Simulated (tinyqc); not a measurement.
# Off-state leakage of single and stacked transistors: leakage components against the temperature

n-channel devices of unit width. Subthreshold current I(Vg, Vs, Vd) = I0 (T/300 K)^0.5 exp[(Vg - Vs - VT(T) - gb (Vs - Vb) + dd (Vd - Vs))/(nf Vt)] (1 - exp(-(Vd - Vs)/Vt)), VT(T) = VT - cT (T - 300 K). Gate-edge tunnelling Ig (Vd/1 V) exp(ag (Vd - 1 V)), for a gate at 0 V, and band-to-band leakage Ab u exp(-Bb/u), u = Vd - Vb + 1 V, flow at a drain held at V; both are taken as independent of T. In a stack of off transistors (all gates at 0 V) the same subthreshold current passes through each.

One transistor with Vg = Vs = 0, Vd = V; stack factor I(one)/I(two in series).

Inputs (values chosen for the exercise); values of the order met in bulk silicon logic transistors: supply voltage V = 0.9 V; threshold at 300 K, zero drain and body bias VT = 0.4 V; fall of the threshold with temperature cT = 0.6 mV/K; current at threshold at 300 K I0 = 0.21 uA/um; slope factor nf = 1.54; drain-induced lowering per volt dd = 0.17; rise of the threshold per volt of source-body bias gb = 0.21; gate-edge tunnelling current at 1 V Ig = 5e-5 uA/um; exponential slope of the gate current ag = 3.7 1/V; prefactor of band-to-band leakage at the drain Ab = 4 uA/(um V); its exponential voltage Bb = 29 V; body voltage Vb = -0.3 V.

Constants: q = 1.602176634e-19 C, kB = 1.380649e-23 J/K, Vt = kB T/q. Results are converted to the units shown.

The same in every row: gate edge (nA/um) = 0.031083; band-to-band (nA/um) = 0.016584.

Leakage components against the temperature:
```
T (K)  subthreshold (nA/um)  total (nA/um)  stack factor  largest part
250               0.0067907       0.054458        61.248     gate edge
275                0.027273       0.074940        42.365     gate edge
300                0.087207        0.13487        31.215  subthreshold
325                 0.23394        0.28161        24.148  subthreshold
350                 0.54655        0.59421        19.412  subthreshold
375                  1.1430         1.1907        16.091  subthreshold
400                  2.1844         2.2320        13.675  subthreshold
425                  3.8753         3.9230        11.863  subthreshold
```

Read the table: what changes, and by how much?

As T goes from 250 to 425, the total leakage rises from 0.0545 to 3.92 nA/um. The gate edge part leads at T = 250, the subthreshold part from 300 on. The subthreshold part doubles every 30.2 K between the last two rows. The reduction by a stack of two falls from 61.2 to 11.9, for the subthreshold part alone.

tinyqc, about 0.03 s, one thread, Intel Xeon 2.30GHz (shared host): `OMP_NUM_THREADS=1 python tinyqc.py 2242036 2242037 out.jsonl`
